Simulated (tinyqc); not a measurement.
# Input admittance of a MOSFET at zero drain bias: distributed channel and distributed gate: what changes with what

Source and drain grounded, strong inversion, w = 2 pi f, Cox = eps0 eox/tox. The channel is an RC line of resistance 1/(mu Cox Vo) per square fed from both ends, so one finger has the intrinsic admittance y = i w Cox L tanh(g)/g per width, g = (1/2) sqrt(i w tau), tau = L^2/(mu Vo). The vertical resistance rv/L is in series with y, the overlaps 2 i w Cov in parallel: y_t = 1/(1/y + rv/L) + 2 i w Cov. The gate strip is a line of Rsh/L per length loaded by y_t, so a finger has Y = y_t Wf tanh(k)/k, k = (Wf/sd) sqrt(y_t Rsh/L); the device has Nf Y.

Inputs (values chosen for the exercise); values of the order met in silicon radio-frequency transistors:

| symbol | value | unit | meaning |
|---|---|---|---|
| eox | 3.9 |  | relative permittivity of the gate insulator (close to silicon dioxide) |
| tox | 4 | nm | insulator thickness |
| L | 0.14 | um | channel length |
| Wf | 0.72 | um | finger width |
| Nf | 16 |  | number of fingers |
| mu | 110 | cm^2/(V s) | channel mobility |
| Vo | 0.21 | V | gate overdrive |
| Rsh | 8.8 | ohm/square | sheet resistance of the gate |
| rv | 0 | ohm um^2 | vertical resistivity of the gate stack |
| sd | 2 |  | number of ends at which a finger is contacted |
| Cov | 0.28 | fF/um | overlap and fringe capacitance on each side |
| f | 83 | GHz | frequency |

Constants: eps0 = 8.8541878128e-14 F/cm where lengths are in cm. Results are converted to the units shown.

Each table varies one quantity; the others keep the values above.

## Input impedance against frequency

Low-frequency limits, with c = Cox L and ct = c + 2 Cov: R_strip = Rsh Wf/(3 sd^2 L Nf), R_ch = (c/ct)^2 L/(12 mu Cox Vo Wf Nf), R_vert = (c/ct)^2 rv/(L Wf Nf), C = ct Wf Nf. Z = 1/(Nf Y) = R + 1/(i w C), Q = |Im Z|/R, far-point signal |1/cosh k|.

The same in every row: low-frequency R (ohm) = 23.951.

Input impedance against frequency:
```
f (GHz)     w tau        |k|  R (ohm)  C (fF)       Q  signal at the far point
0.8      0.042650  0.0085100   23.951  20.374  407.68                   1.0000
2         0.10662   0.013455   23.951  20.374  163.08                   1.0000
4         0.21325   0.019027   23.949  20.372  81.552                   1.0000
8         0.42650   0.026901   23.943  20.365  40.801                  0.99999
20         1.0662   0.042452   23.898  20.318  16.389                  0.99995
30         1.5994   0.051846   23.832  20.248  10.994                  0.99988
70         3.7318   0.077550   23.319  19.720  4.9443                  0.99941
100        5.3312   0.090559   22.698  19.118  3.6677                  0.99893
300        15.994    0.13298   16.227  14.474  2.2589                  0.99645
```

What does the comparison show?

R falls from 24.0 to 16.2 ohm and C falls from 20.4 to 14.5 fF. Q goes as f^(-1.00) between the first two rows and f^(-0.44) between the last two, where w tau = 16.0 and |k| = 0.133. The low-frequency limits hold both R and C within 5 % up to f = 70 GHz among the rows.

## Effect of the gate overdrive

Same model as above.

Result of one run:
```
Vo (V)    w tau       |k|  R (ohm)  low-frequency R (ohm)  C (fF)       Q  signal at the far point
1.1     0.84475  0.086556   4.7569                 4.7632  20.339  19.820                  0.99982
```

What becomes of these results when the gate overdrive Vo is changed from 1.1 to 0.2 V, all else the same?

Result of the changed run:
```
Vo (V)   w tau       |k|  R (ohm)  low-frequency R (ohm)  C (fF)       Q  signal at the far point
0.2     4.6461  0.083377   24.124                 25.137  19.393  4.0988                  0.99918
```

The whole series:
```
Vo (V)    w tau       |k|  R (ohm)  low-frequency R (ohm)  C (fF)       Q  signal at the far point
0.2      4.6461  0.083377   24.124                 25.137  19.393  4.0988                  0.99918
0.35     2.6549  0.085496   14.270                 14.465  20.033  6.7076                  0.99947
0.5      1.8585  0.086086   10.129                 10.196  20.204  9.3699                  0.99961
0.65     1.4296  0.086325   7.8669                 7.8977  20.273  12.023                  0.99970
0.8      1.1615  0.086445   6.4445                 6.4611  20.307  14.652                  0.99975
0.95    0.97813  0.086513   5.4682                 5.4781  20.327  17.252                  0.99979
1.1     0.84475  0.086556   4.7569                 4.7632  20.339  19.820                  0.99982
1.25    0.74338  0.086584   4.2156                 4.2199  20.347  22.356                  0.99984
```

As Vo goes from 0.2 to 1.25, R falls from 24.1 to 4.22 ohm, C rises from 19.4 to 20.3 fF and Q rises from 4.10 to 22.4. Only the channel term depends on Vo.

Program tinyqc, `OMP_NUM_THREADS=1 python tinyqc.py 2262159 2262160 out.jsonl`; Intel Xeon 2.30GHz, shared host, one thread, about 0.01 s.
